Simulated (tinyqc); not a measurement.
X-ray photoelectron analysis of a thin oxide on a semiconductor: attenuation lengths, thickness, angle series and band offsets: one step, computed by the program tinyqc.

The same element is seen in the oxide and in the substrate, at nearly the same kinetic energy; films are flat and uniform, and the work function is ignored.

Task: Band offsets by core levels. Valence band offset = (E_core - E_v)(substrate) - (E_core - E_v)(oxide) + (core level separation at the interface, oxide less substrate). The separation is made here from the given offset; a uniform field F that raises the binding energy towards the surface shifts the oxide peak by e F <z>, <z> = d/(1 - exp(-x)) - d/x, x = d/(L_o cos theta), being the mean distance from the interface. Conduction band offset = oxide gap - substrate gap - valence band offset.

Inputs (values chosen for the exercise, modelled on SiO2 on 4H-SiC):
```
quantity                                       value   unit
oxide gap                                       9.02     eV
substrate gap                                   3.26     eV
oxide thickness d                                0.6     nm
valence band offset used to make the data        2.9     eV
core level less valence band top, substrate    98.83     eV
core level less valence band top, thick oxide  98.35     eV
field in the oxide                               1.4  MV/cm
```

d/(L_o cos theta) = 0.2891442

Give: separation without field; <z>; separation with field; apparent valence band offset; true conduction band offset; apparent conduction band offset.

Result:

separation without field = 2.42 eV

<z> = 0.3144 nm

separation with field = 2.464 eV

apparent valence band offset = 2.944 eV

true conduction band offset = 2.86 eV

apparent conduction band offset = 2.816 eV

The field biases both offsets by 0.044 eV, in opposite directions.
